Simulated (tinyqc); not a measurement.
Shift against diffusion length: interdiffusion of a quantum well during annealing: blurred potential and shift of the confined levels. Computed by tinyqc, a small Python program. Command: `OMP_NUM_THREADS=1 python tinyqc.py 3027465 3027466 out.jsonl qwi walk`. One thread of a shared host (Intel(R) Xeon(R) Processor @ 2.30GHz), about 0.07 s of CPU time with the checks.

A square well of width w is blurred by Fick diffusion with a constant coefficient; band offsets are linear in composition, masses are uniform, and strain and excitons are ignored.

Inputs (values chosen for the exercise, modelled on GaAs in AlGaAs):
```
quantity                value  unit
well width w              8.3    nm
electron mass m_e      0.0668   m_0
hole mass m_h           0.368   m_0
conduction offset V_c    0.24    eV
valence offset V_v       0.17    eV
```

Constants: hbar^2/(2 m_0) = 3.80998212 eV angstrom^2.

Method:
- Square well, ground state: take the lowest root of k tan(k w/2) = kappa, k^2 = E/c, kappa^2 = (V - E)/c, c = hbar^2/(2m) with hbar^2/(2 m_0) in eV angstrom^2.
- With L = sqrt(D t) and the share at the centre erf(w/(4L)). After the anneal: V(z) = V {1 - (1/2)[erf((w/2 - z)/(2L)) + erf((w/2 + z)/(2L))]}, energies counted from the original well bottom. Finite differences on 3000 points over |z| < w/2 + 6L + 25 nm; shifts are taken against the same grid with cell-averaged square steps.
- First-order estimate for small L: the shift is 2 L^2 V |d(psi^2)/dz| at an edge, with psi the normalised square-well state: psi^2 = cos^2(k z)/(w/2 + 1/kappa) inside, so |d(psi^2)/dz| = k sin(k w)/(w/2 + 1/kappa).

electron level before the anneal = 42.6926 meV

hole level before the anneal = 10.4737 meV

Shifts (meV):
```
L/w   L (nm)  share at the centre  electron     hole      sum  first-order sum
0.02   0.166                    1     0.446    0.261    0.707          0.76228
0.04   0.332                    1     1.701    0.972    2.674           3.0491
0.07   0.581              1.00000     4.925     2.82    7.745           9.3379
0.1     0.83              0.99959     9.637    5.716   15.353           19.057
0.15   1.245              0.98158    20.428   13.361   33.789           42.878
0.2     1.66              0.92290    33.682   24.109   57.791           76.228
0.3     2.49              0.76141    60.572   47.473  108.045           171.51
0.45   3.735              0.56794    91.526    74.47  165.996           385.90
0.7     5.81              0.38649   122.053  100.358   222.41           933.79
1        8.3              0.27633   141.714  116.529  258.244           1905.7
```

The sum grows as L^1.92 between the first rows (L^2, linear in time, in first order) and as L^0.42 between the last, as it bends towards the limit V_c + V_v less the original levels, 356.8 meV. The first-order form is off by +8 % in the first row and +24 % at L/w = 0.1; it needs L well below the decay length 1/kappa. At L/w = 0.2 the hole level has moved by the larger share of its offset (14.2 % for the hole, 14.0 % for the electron). Caution: the well mass is used in the barriers too; a heavier barrier mass would lower these levels.
